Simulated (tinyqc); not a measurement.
Solute along a frozen bar: binary melting diagram from solution models of liquid and solid. Computed by tinyqc, a small Python program. Command: `OMP_NUM_THREADS=1 python tinyqc.py 3025086 3025087 out.jsonl melt walk`. One thread of a shared host (Intel(R) Xeon(R) Processor @ 2.30GHz), about 0.01 s of CPU time with the checks.

x is the fraction of B. In a phase with interaction L: mu_A = G_A + R T ln(1 - x) + L x^2, mu_B = G_B + R T ln x + L (1 - x)^2. Melting: G(liquid) - G(solid) = H (1 - T/T_m) for each pure component.

Inputs (values chosen for the exercise, modelled on Si-Ge):
```
quantity                 value    unit
melting point T_A         1687       K
melting point T_B         1211       K
heat of melting H_A       50.2  kJ/mol
heat of melting H_B       36.8  kJ/mol
liquid interaction L_L     6.1  kJ/mol
solid interaction L_S      3.7  kJ/mol
dilute content c0 of B   0.029       -
growth number V delta/D  0.074       -
```

Diagram: complete solid solution (lens).

Constants: R = 8.314462618 J/(mol K).

Method. At T_A, k0 = exp[(dG_B(T_A) + L_L - L_S)/(R T_A)]; van 't Hoff: m_L = -R T_A^2 (1 - k0)/H_A per unit fraction. Burton-Prim-Slichter: k_eff = k0/[k0 + (1 - k0) exp(-V delta/D)]. Freezing range of c0: |m_L| c0 |1 - k0|/k0. For the solid at frozen fraction f, relative to c0. Lever rule: k0/[1 - (1 - k0) f]. Scheil (no diffusion in the solid, mixed liquid): k (1 - f)^(k - 1), with k0 and with k_eff. One zone pass with a zone a tenth of the bar long: 1 - (1 - k0) exp(-10 k0 f).

partition coefficient k0 = 0.423103

effective coefficient k_eff = 0.441261

Ratio c_s/c0:
```
f    lever rule  Scheil, k0  Scheil, k_eff  one zone pass
0.0     0.42310      0.4231         0.4413        0.42310
0.1     0.44901      0.4496         0.4680        0.62213
0.3     0.51165      0.5198         0.5386        0.83788
0.5     0.59462      0.6311         0.6500        0.93044
0.7     0.70970      0.8474         0.8647        0.97016
0.8     0.78573      1.0707         1.0845        0.98045
0.9     0.88001      1.5971         1.5975        0.98720
```

What does the comparison show, and why?

All but the k_eff column start at k0 = 0.423. At f = 0.9 Scheil gives 1.60 against 0.880 for the lever rule, since the solid keeps what it took and the last liquid is richer in B. Scheil passes c0 at f = 0.775. Last over first value: 3.77 with k0 and 3.62 with k_eff, so faster growth gives the more even bar. Caution: B is no longer dilute in part of the solid or liquid, so a constant k is rough there.
